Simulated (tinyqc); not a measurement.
Absorption spectrum: gated graphene: carriers, quantum capacitance and optical conductivity.

Conductivity over sigma0 = e^2/(4 hbar): interband Re = sinh(E/2kT)/(cosh(mu/kT) + cosh(E/2kT)); intraband Re = (8 kT/pi) ln(2 cosh(mu/2kT)) Gm/(E^2 + Gm^2). A free sheet absorbs about pi alpha_f Re(sigma/sigma0), alpha_f the fine-structure constant (alpha among the constants).

Constants: kB = 8.617333262e-05 eV/K; fine-structure constant alpha = 0.007297352564.

Values chosen for the exercise (out of a larger set: Fermi velocity near that of graphene, gate dielectric near HfO2; not measured data): T = 300 K; Gm = 2 meV (intraband damping).

mu = -0.04263 eV

Results:

| E (eV) | interband | intraband | absorption (%) |
|---|---|---|---|
| 0.009 | 0.0471 | 1.5494 | 3.660 |
| 0.017 | 0.0892 | 0.4495 | 1.235 |
| 0.043 | 0.2291 | 0.0711 | 0.688 |
| 0.060 | 0.3234 | 0.0365 | 0.825 |
| 0.072 | 0.3907 | 0.0254 | 0.954 |
| 0.085 | 0.4630 | 0.0182 | 1.103 |
| 0.098 | 0.5332 | 0.0137 | 1.254 |
| 0.111 | 0.6000 | 0.0107 | 1.400 |
| 0.136 | 0.7137 | 0.0071 | 1.653 |
| 0.171 | 0.8330 | 0.0045 | 1.920 |
| 0.256 | 0.9632 | 0.0020 | 2.213 |

Give the missing row, E (eV) = 0.030.

Computed row:
```
E (eV)  interband  intraband  absorption (%)
0.030      0.1585     0.1457           0.697
```

The edge lies at 2|mu| = 0.085 eV and, for |mu| above about 3 kT (here 1.6), rises from 10 % to 90 % over about 8.8 kT = 0.227 eV. The absorption is lowest, 0.688 %, at 0.043 eV of those listed, between the Drude tail and the edge; at the last row it is 2.213 % against pi alpha_f = 2.293 %. The thin-sheet formula fails where the absorption is large, and trigonal warping matters above about 1.5 eV.

(tinyqc, `OMP_NUM_THREADS=1 python tinyqc.py 1651075 1651076 out.jsonl`, Intel(R) Xeon(R) Processor @ 2.30GHz, 1 thread, shared host, about 0.01 s.)
